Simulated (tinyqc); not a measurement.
## Delay unit and parasitic delay from two ring oscillators

Problem. A ring of 31 inverters oscillates at 1/(2 x 31 d), with stage delay d = tau (h + p) for fan-out h. Find tau, p and the delay at fan-out 4.

frequencies of 31-stage ring oscillators with fan-out 1 and 5 (GHz): [6.1495471, 1.7412696]

Answer. d is a straight line in h with slope tau and intercept tau p.

tau = 1.660 ps
p = 0.5800
delay at fan-out 4 = 7.603 ps

tinyqc, about 0.01 s, one thread, Intel Xeon 2.30GHz (shared host): `OMP_NUM_THREADS=1 python tinyqc.py 2082142 2082143 out.jsonl`
